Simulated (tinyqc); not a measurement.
# One-dimensional ballistic tunnel FET, two-band WKB: two studies

A p-type source for x < 0 with its Fermi level at 0 and its valence edge at ds; in the channel the bands fall as D exp(-x/lam) towards their flat values, with the conduction edge at Ec = ds - dP and D = dP + Eg. The gate moves dP one to one. The drain Fermi level lies at -Vd and the drain side reflects nothing. For w = E - Ec between 0 and dP an electron crosses the gap. Two-band dispersion with equal masses m: inside the gap kappa = sqrt(m u (1 - u/Eg)/C), u the distance from a band edge, C = hbar^2/(2 m0).

Inputs (values chosen for the exercise); band and dielectric values close to those of indium arsenide:
- T = 300 K (temperature)
- Eg = 0.354 eV (band gap)
- m = 0.023 m0 (band-edge mass of the two-band model)
- lam = 1.9 nm (screening length of the source junction)
- ds = 0.1 eV (source valence edge above the source Fermi level)
- Vd = 0.2 V (drain bias)
- g = 1 (number of degenerate subbands (spin apart))
- dP = 0.41 eV (tunnelling window Ev(source) - Ec(channel))

Constants: q = 1.602176634e-19 C, kB = 1.380649e-23 J/K, hbar = 1.054571817e-34 J s, h = 6.62607015e-34 J s, m0 = 9.1093837015e-31 kg, Vt = kB T/q, hbar^2/(2 m0) = 0.0380998212 eV nm^2. Results are converted to the units shown.

Each table varies one quantity; the others keep the values above.

## Output curve

S(w) = 2 lam int_0^Eg kappa(u) du/(w + Eg - u) = 2 pi lam sqrt(m/(C Eg)) [w + Eg/2 - sqrt(w (w + Eg))], T(w) = exp(-S). I = g (2 q^2/h) int_0^dP T(w) [f(E) - f(E + Vd)] dw, E = ds - dP + w, f(x) = 1/(1 + exp(x/Vt)). Swing = d(dP)/d(log10 I).

Result of one run:
```
Vd (V)	I (uA)
0.53	10.13
```

What becomes of these results when the drain bias Vd is changed from 0.53 to 0.09 V, all else the same?

Result of the changed run:
```
Vd (V)	I (uA)
0.09	3.859
```

The whole series:
```
Vd (V)	I (uA)
0.02	0.8921
0.09	3.859
0.16	6.459
0.24	8.758
0.31	9.856
0.38	10.11
0.45	10.13
0.53	10.13
0.6	10.13
```

I rises from 0.892 to 10.1 uA; it reaches 95 % of the last value at Vd = 0.31 V among the rows. The drain Fermi level passes the channel conduction edge at Vd = dP - ds = 0.310 V, after which the back flow dies out. The window dP is held fixed. In every row S at w = dP is below 2, where a WKB prefactor of 1 is a rough guess.

## Effect of the screening length

Same model as above.

Effect of the screening length:
```
lam (nm)	T(w = dP)	I (uA)	swing (mV/decade)
1	0.7992	10.68	1867
1.7	0.6831	8.291	1161
2.4	0.5839	6.461	855.9
3.1	0.4991	5.051	685.4
3.9	0.4172	3.826	563.7
4.6	0.3566	3.009	491.0
5.3	0.3048	2.373	437.0
6	0.2605	1.875	395.2
```

I falls from 10.7 to 1.88 uA, on average 0.151 decades a nanometre; S is proportional to lam, and at w = dP it gives 0.0974. The swing falls from 1870 to 395 mV/decade. In every row S at w = dP is below 2, where a WKB prefactor of 1 is a rough guess.

tinyqc, about 0.01 s, one thread, Intel Xeon 2.30GHz (shared host): `OMP_NUM_THREADS=1 python tinyqc.py 2620097 2620098 out.jsonl`
